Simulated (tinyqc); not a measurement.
Worked calculation: FCI on RHF in the 3-21g basis, for He, spin multiplicity 1. One step of it, computed by the program tinyqc.

Problem. FCI: roots. Diagonalise (each vector has its largest component positive (the first on a tie)); all determinants have Ms = 0, so triplets appear too. The lowest singlet root is the correlation energy.

Occupation strings over the orbitals (2 doubly, a alpha, b beta, 0 empty; spin orbitals ordered 1a 1b 2a 2b ...): 20 ab ba 02

H - E(HF) between determinants (hartree), lower triangle:
```
          20         ab         ba        02
20  0.000000
ab  0.000000   2.265252
ba  0.000000  -0.261994   2.265252
02  0.261994   0.024573  -0.024573  4.593344
```

Give: lowest roots of this matrix, relative to E(HF); lowest vectors; <S^2> of these roots; weight of the ground state by excitation level 0, 1, 2, ....

Solution.

lowest roots of this matrix, relative to E(HF) (hartree): -0.0149  2.0033  2.5267  4.6088

lowest vectors:
```
     root 1  root 2   root 3   root 4
20   0.9984  0.0000  -0.0017   0.0567
ab   0.0005  0.7071   0.7070   0.0118
ba  -0.0005  0.7071  -0.7070  -0.0118
02  -0.0568  0.0000  -0.0166   0.9982
```

<S^2> of these roots: 0.0000  2.0000  0.0000  0.0000

weight of the ground state by excitation level 0, 1, 2, ...: 0.9968  0.0000  0.0032
